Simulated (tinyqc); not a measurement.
Scaling with the misfit: strain-driven roughening and islands of a mismatched epitaxial film. Computed by tinyqc, a small Python program. Command: `OMP_NUM_THREADS=1 python tinyqc.py 3019156 3019157 out.jsonl island walk`. One thread of a shared host (Intel(R) Xeon(R) Processor @ 2.30GHz), about 0.01 s of CPU time with the checks.

Film and substrate share isotropic elastic constants; the film is coherent and biaxially strained.

Inputs (values chosen for the exercise, modelled on GaN on AlN):

| quantity | value | unit |
|---|---|---|
| misfit \|f\| | 0.0241 | - |
| shear modulus G | 126 | GPa |
| Poisson ratio nu | 0.2 | - |
| surface energy gamma | 1.85 | J/m^2 |
| contact angle of the shallow shape theta_1 | 11.8 | degrees |
| contact angle of the steep shape theta_2 | 30.8 | degrees |
| facet energy of shape 1 over gamma | 1.007 | - |
| facet energy of shape 2 over gamma | 0.9892 | - |
| surface mobility D_s nu_s Omega^2/(k_B T) | 3e-35 | m^6/(J s) |

Transport: surface diffusion.

Constants: e = 1.602176634e-19 C.

Method:
- M = 2 G (1 + nu)/(1 - nu); stress = M f; energy density w = M f^2.
- A ripple A cos(k x) has the surface chemical potential per volume [gamma k^2 - 2 (1 + nu) w k] A cos(k x), so k_c = 2 (1 + nu) w/gamma. With surface diffusion the amplitude grows at the rate q = B k^2 [2 (1 + nu) w k - gamma k^2], fastest at k_m = (3/4) k_c. B is the surface mobility.
- Shallow faceted island (Tersoff form): E = 4 Gam V^(2/3) tan^(1/3)(theta) - 6 c V tan(theta), Gam = gamma [x/sin(theta) - 1/tan(theta)], x the facet energy over gamma, c = stress^2 (1 - nu)/(2 pi G).
- The barrier is the maximum of E, at V_c = [4 Gam/(9 c)]^3 / tan^2(theta) (1 GPa nm = 1 J/m^2).
- V_c = [4 Gam/(9 c)]^3/tan^2(theta), barrier = (4/3) Gam V_c^(2/3) tan^(1/3)(theta); the growth time is 1/q at k_m.

fastest wavelength = 29.4139 nm

growth time 1/q at k_m = 25.9610 s

critical volume, shape 1 = 56.2275 nm^3

barrier, shape 1 = 18.4450 eV

Misfit scaled at fixed constants:

| \|f\| (%) | fastest wavelength (nm) | growth time (s) | V_c of shape 1 (nm^3) | barrier of shape 1 (eV) |
|---|---|---|---|---|
| 0.6025 | 470.62 | 1.7014e+06 | 2.3031e+05 | 4.7219e+03 |
| 0.8435 | 240.11 | 1.1529e+05 | 3.0587e+04 | 1.2292e+03 |
| 1.2050 | 117.66 | 6.6460e+03 | 3.5986e+03 | 2.9512e+02 |
| 1.6870 | 60.03 | 4.5034e+02 | 4.7793e+02 | 7.6822e+01 |
| 2.4100 | 29.41 | 2.5961e+01 | 5.6228e+01 | 1.8445e+01 |
| 3.3740 | 15.01 | 1.7591e+00 | 7.4676e+00 | 4.8014e+00 |

What follows from these numbers?

Halving the misfit stretches the wavelength 4 times, the barrier 16 times, the volume 64 times and the time 256 times: f^(-2), f^(-4), f^(-6), f^(-8). Over these rows the time spans 6.0 decades: strongly mismatched films tend to roughen first, while dilute alloys have time to stay flat. Rows with wavelengths under 10 nm or volumes under 5 nm^3 are beyond the continuum picture.

Extremes, crossings and ranges named in words are read from the listed rows.
